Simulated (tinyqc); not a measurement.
Width of the well: hydrogenic donor in a hard-walled well (variational).

Trial function cos(pi z/L) exp(-r/lam), r measured from the donor at zi, walls at +/- L/2, one eps everywhere. Counted from the lowest subband, E(lam) = c/(m lam^2) - (q/eps) I0/I1, with I0 the integral of cos^2(pi z/L) exp(-2|z - zi|/lam) over the well and I1 the same with the factor (|z - zi| + lam/2); c = hbar^2/2m0, q = e^2/(4 pi eps0). The binding energy is -E at the minimum.

Constants: hbar^2/2m0 = 3.80998211 eV angstrom^2; e^2/(4 pi eps0) = 14.39964547 eV angstrom.

Parameters, chosen for this exercise (out of a larger set: near those of GaAs; not measured data):

| symbol | value | unit | meaning |
|---|---|---|---|
| m | 0.064 | m0 | mass |
| eps | 13.2 |  | dielectric constant |
| Ls | (24, 47, 112, 189, 341, 699, 1344) | angstrom | widths |

Ry* = 4.9975 meV
a* = 109.143 angstrom

Donor at the centre and at the wall (zi = L/2).

Binding:

| L (angstrom) | L/a* | centre (meV) | in Ry* | wall (meV) | in Ry* | centre/wall |
|---|---|---|---|---|---|---|
| 24 | 0.22 | 16.31 | 3.264 | 11.94 | 2.390 | 1.37 |
| 47 | 0.43 | 14.27 | 2.856 | 9.22 | 1.845 | 1.55 |
| 112 | 1.03 | 11.16 | 2.233 | 6.05 | 1.210 | 1.85 |
| 189 | 1.73 | 9.31 | 1.863 | 4.52 | 0.904 | 2.06 |
| 341 | 3.12 | 7.50 | 1.501 | 3.19 | 0.638 | 2.35 |
| 699 | 6.40 | 5.97 | 1.194 | 2.10 | 0.419 | 2.85 |
| 1344 | 12.31 | 5.31 | 1.062 | 1.55 | 0.310 | 3.43 |

What can be read from this table?

At the centre the binding falls from 3.26 to 1.06 Ry*, between the limits 4 and 1. At the wall it falls from 2.39 to 0.31 Ry*, towards 1/4: the wall forces a node through the donor, as in a 2p state. With this trial function, which underbinds wall donors by about a tenth, the wall donor drops below the bulk value between 112 and 189 angstrom. The ratio grows from 1.37 to 3.43.

Computed by tinyqc, a small Python program: `OMP_NUM_THREADS=1 python tinyqc.py 1281652 1281653 out.jsonl` (the numbers bound the seed that draws the inputs); one thread of a shared host (Intel(R) Xeon(R) Processor @ 2.30GHz), about 0.01 s for the whole set of steps.
